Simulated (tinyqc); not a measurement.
# Worked calculation: vertical double-diffused power MOSFET, components of the on-resistance

Computed by the program tinyqc: `OMP_NUM_THREADS=1 python tinyqc.py 2230115 2230116 out.jsonl`, one thread of a shared Intel Xeon 2.30GHz, about 0.01 s for the whole run. Printed values are rounded.

Stripe cells of pitch Wp + a, two channels a cell. Current flows through the channels, spreads in the accumulation layer, passes the gap between the p bodies and spreads at 45 degrees into the drift layer below them. Low drain voltage, full ionisation.

Inputs (values chosen for the exercise); bulk values close to those of 4H silicon carbide: temperature T = 300 K; relative permittivity eps_r = 9.49; critical-field constant Kc = 23900 V/cm per (cm^-3)^(1/8); rated breakdown voltage of the drift layer BV = 6500 V; drift mobility at 300 K mud = 803 cm^2/(V s); temperature exponent of the drift mobility bt = 2.6; gate oxide thickness (eps_r 3.9) tox = 80 nm; gate overdrive Vov = 11 V; channel mobility mch = 25 cm^2/(V s); accumulation-layer mobility mac = 100 cm^2/(V s); channel length Lc = 1.2 um; width of the p body in one cell, channels included Wp = 6 um; gap between neighbouring p bodies a = 4.5 um; depth of the p body xp = 1.9 um; doping of the gap over the drift doping Nj = 2; built-in voltage of the body junction Vbi = 2.91 V; substrate and contact resistance Rs = 0.26 mohm cm^2.

Constants: q = 1.602176634e-19 C, eps0 = 8.8541878128e-14 F/cm where lengths are in cm. Results are converted to the units shown.

## Drift layer

Triangular field at breakdown with Ec = Kc N^(1/8): BV = eps0 eps_r Ec^2/(2 q N), so N = (eps0 eps_r Kc^2/(2 q BV))^(4/3); W = 2 BV/Ec; mu = mud (T/300 K)^(-bt); rho = 1/(q mu N); ideal resistance rho W.

drift doping N = 1.41278e15 cm^-3
Ec = 1.87136 MV/cm
drift thickness W = 69.4682 um
electron mobility mu at T = 803 cm^2/(V s)
drift resistivity rho = 5.50171 ohm cm
ideal resistance = 38.2194 mohm cm^2

## Components of the on-resistance

Pitch p = Wp + a, Cox = 3.9 eps0/tox; zero-bias depletion in the gap w0 = sqrt(2 eps0 eps_r Vbi/(q N Nj)), open gap g = a - 2 w0; R_ch = Lc p/(2 mch Cox Vov); R_acc = 0.6 a p/(4 mac Cox Vov), 0.6 being an empirical factor for current leaving the layer along its length; R_gap = (rho/Nj) xp p/g; spreading depth t = min(W, (p - g)/2); R_drift = (rho p/2) ln((g + 2 t)/g) + rho (W - t); R_on = the sum with Rs.

w0 = 1.03935 um
g = 2.42131 um
components (mohm cm^2): channel 5.30743, accumulation 1.49272, gap 2.26653, drift 40.2346, substrate 0.26
R_on = 49.5612 mohm cm^2
shares (%): channel 10.7088, accumulation 3.0119, gap 4.5732, drift 81.1815, substrate 0.5246

The drift term is the largest. R_on is 1.30 times the ideal drift resistance rho W, and spreading raises the drift term to 1.05 times it.
